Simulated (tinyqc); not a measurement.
What each parameter does: k.p values derived from sp3s* tight binding at Gamma.

At Gamma the states are two-level mixtures: s-like S+ (upper) and S- (lower) from [[Esa, Vss], [Vss, Esc]], p-like P- (valence) and P+ from [[Epa, Vxx], [Vxx, Epc]], and the bare s* levels. With real k in 1/angstrom and kz = 0, the phase sums over the four bonds are g0 = 1 - (a k/4)^2/2, g1 = i a kx/4, g3 = -(a/4)^2 kx ky to second order. Each mixture is written (anion, cation) with the anion part positive. c = hbar^2/2m0. No spin-orbit coupling.

Recipe: P = (a/4)(sa pc Vsapc + sc pa Vscpa) between an s and a p state ((a/4) pc Vxapc and (a/4) pa Vpaxc for s*), Ep = P^2/c for S+ to P-; m0/m = [-(a/4)^2 sa sc Vss + sum P^2/(E(S+) - E(P))]/c; L = d0 + F, M = d0 + H1, N = dN + F + H1 with d0 = -(a/4)^2 pa pc Vxx, dN = -2 (a/4)^2 pa pc Vxy, F = sum P^2/(E(P-) - E(s)) over the four s-like states, H1 = Q^2/(E(P-) - E(P+)), Q = (a/4) Vxy (pa p'c - pc p'a); g1 = -(L + 2M)/(3c), g2 = -(L - M)/(6c), g3 = -N/(6c).

Constants: hbar^2/2m0 = 3.80998211 eV angstrom^2.

Values chosen for the exercise (near a published set for GaAs, fitted to gaps, whose masses and valley positions are rough; the results hold for these values, not for the real material):
- a = 5.649 angstrom (lattice constant)
- Esa = -8.28 eV (s level of the anion)
- Epa = 1.033 eV (p level of the anion)
- Esc = -2.681 eV (s level of the cation)
- Epc = 3.696 eV (p level of the cation)
- Exa = 8.574 eV (s* level of the anion)
- Exc = 6.792 eV (s* level of the cation)
- Vss = -6.421 eV (s-s)
- Vxx = 1.972 eV (px-px)
- Vxy = 5.085 eV (px-py)
- Vsapc = 4.502 eV (s anion, p cation)
- Vscpa = 5.743 eV (s cation, p anion)
- Vxapc = 4.857 eV (s* anion, p cation)
- Vpaxc = 4.85 eV (p anion, s* cation)

The recipe applied anew.

Results for these values:
```
case,EG (eV),Ep (eV),m (m0),g1,g2,g3
base,1.5392,15.265,0.1194,5.336,1.460,2.040
```

What happens to each result for Vpaxc = 4.7 eV, all else kept?

Answer: EG does not change at the printed digits; Ep does not change at the printed digits; m does not change at the printed digits; g1 falls from 5.336 to 5.307; g2 falls from 1.460 to 1.445; g3 falls from 2.040 to 2.026.

The same for each parameter in turn:
```
case,EG (eV),Ep (eV),m (m0),g1,g2,g3
base,1.5392,15.265,0.1194,5.336,1.460,2.040
Vxy = 5.235 eV,1.5392,15.265,0.1194,5.449,1.431,2.058
Vsapc = 4.352 eV,1.5392,15.047,0.1215,5.287,1.435,2.016
Epa = 1.183 eV,1.4230,15.256,0.1090,5.639,1.590,2.181
Vpaxc = 4.7 eV,1.5392,15.265,0.1194,5.307,1.445,2.026
Esc = -2.531 eV,1.6445,15.292,0.1288,5.130,1.357,1.937
Exc = 6.942 eV,1.5392,15.265,0.1194,5.326,1.454,2.035
Esa = -8.43 eV,1.4945,15.292,0.1150,5.442,1.512,2.093
```

Vpaxc and Exc act through the s* states, which enter F alone and leave EG, Ep and m.

Computed by tinyqc, a small Python program: `OMP_NUM_THREADS=1 python tinyqc.py 1450017 1450018 out.jsonl` (the numbers bound the seed that draws the inputs); one thread of a shared host (Intel(R) Xeon(R) Processor @ 2.30GHz), about 0.01 s for the whole set of steps.
